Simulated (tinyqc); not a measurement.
Inside a calculation. Model: metal gate on a two-layer dielectric stack with fixed charge and a dipole.

Program tinyqc, `OMP_NUM_THREADS=1 python tinyqc.py 2010102 2010103 out.jsonl`; Intel Xeon 2.30GHz, shared host, one thread, about 0.01 s. Printed values are rounded.

Gate, layer 2, layer 1, p-type semiconductor; x runs from the gate inwards. Charges are counted in units of +q. psi is the band bending at the surface, positive towards inversion. Classical charge, Boltzmann statistics, no interface traps.

Inputs (values chosen for the exercise); band and dielectric values close to those of silicon, layer 1 close to aluminium oxide, layer 2 close to hafnium oxide:
```
symbol,value,unit,meaning
T,300,K,temperature
Eg,1.12,eV,band gap
eps_r,11.6,,relative permittivity
Nc,2.85e19,cm^-3,conduction-band density of states at T
Nv,2.65e19,cm^-3,valence-band density of states at T
chi,4.02,eV,electron affinity
Na,4.5e16,cm^-3,acceptor density
pM,4.45,eV,work function of the gate metal
t1,0.6,nm,"thickness of layer 1, next to the semiconductor"
e1,9.22,,relative permittivity of layer 1
t2,4.9,nm,"thickness of layer 2, next to the gate"
e2,21.7,,relative permittivity of layer 2
Q1,8e10,cm^-2,fixed charge at the semiconductor interface
Q2,1.3e11,cm^-2,fixed charge between the layers
r1,0,cm^-3,uniform charge density in layer 1
r2,-4.2e18,cm^-3,uniform charge density in layer 2
Vd,0,V,flat-band shift by a dipole layer between the layers
ps,0.307,V,band bending psi of the working point
```

Constants: q = 1.602176634e-19 C, kB = 1.380649e-23 J/K, Vt = kB T/q, eps0 = 8.8541878128e-14 F/cm where lengths are in cm. Results are converted to the units shown.

## Equivalent thickness and work-function difference

EOT = 3.9 (t1/e1 + t2/e2), Cox = eps0/(t1/e1 + t2/e2); phi_ms = pM - (chi + Eg - Vt ln(Nv/Na)).

EOT = 1.13444 nm
Cox = 3.04391 uF/cm^2
share of layer 1 in the EOT = 22.3719 %
phi_ms = -0.525110 V

## Flat-band voltage, term by term

EOT = 3.9 (t1/e1 + t2/e2), Cox = eps0/(t1/e1 + t2/e2); phi_ms = pM - (chi + Eg - Vt ln(Nv/Na)). Vfb = phi_ms + Vd - (q/eps0) [Q1 (t1/e1 + t2/e2) + Q2 t2/e2 + r1 (t1^2/(2 e1) + t1 t2/e2) + r2 t2^2/(2 e2)]: each charge counts with its electrical distance from the gate.

terms (V): phi_ms -0.525110, dipole 0.000000, Q1 -0.004211, Q2 -0.005312, r1 0.000000, r2 0.042045
Vfb = -0.492588 V

Apart from phi_ms the largest term is that of r2, 42.0 mV; all charges and the dipole together move Vfb by 32.5 mV.

## Threshold voltage

ni = sqrt(Nc Nv) exp(-Eg/(2 Vt)), Eg in volts, pB = Vt ln(Na/ni), Vth = Vfb + 2 pB + sqrt(4 q eps0 eps_r Na pB)/Cox.

ni = 1.07513e10 cm^-3
pB = 0.394169 V
depletion charge = 0.108053 uC/cm^2
Vth = 0.331249 V

## Charge in the semiconductor

ni = sqrt(Nc Nv) exp(-Eg/(2 Vt)), Eg in volts. Qs = -sign(psi) sqrt(2 q eps0 eps_r Na Vt [exp(-u) + u - 1 + (ni/Na)^2 (exp(u) - u - 1)]), u = psi/Vt.

Qs = -0.0645279 uC/cm^2

The surface is depleted or weakly inverted.

## Fields and voltage drops

Gauss: D = -Qs just inside the semiconductor; going towards the gate subtract q Q1, then q r1 t1, q Q2 and q r2 t2. Field = D/(eps0 e); the drop over a layer is its mean field times its thickness; Vg = phi_ms + Vd + psi + both drops.

| place | D (uC/cm^2) | field (MV/cm) |
|---|---|---|
| layer 2, gate side | 0.360610 | 0.187685 |
| layer 2, inner side | 0.030882 | 0.016073 |
| layer 1, outer side | 0.051710 | 0.063343 |
| layer 1, semiconductor side | 0.051710 | 0.063343 |
| semiconductor surface | 0.064528 | 0.062826 |

drop over layer 2 = 0.0499207 V
drop over layer 1 = 0.00380058 V
Vg = -0.164389 V

The same Vg follows from Vfb + psi - Qs/Cox. The largest field, 0.188 MV/cm in size, is at: layer 2, gate side.
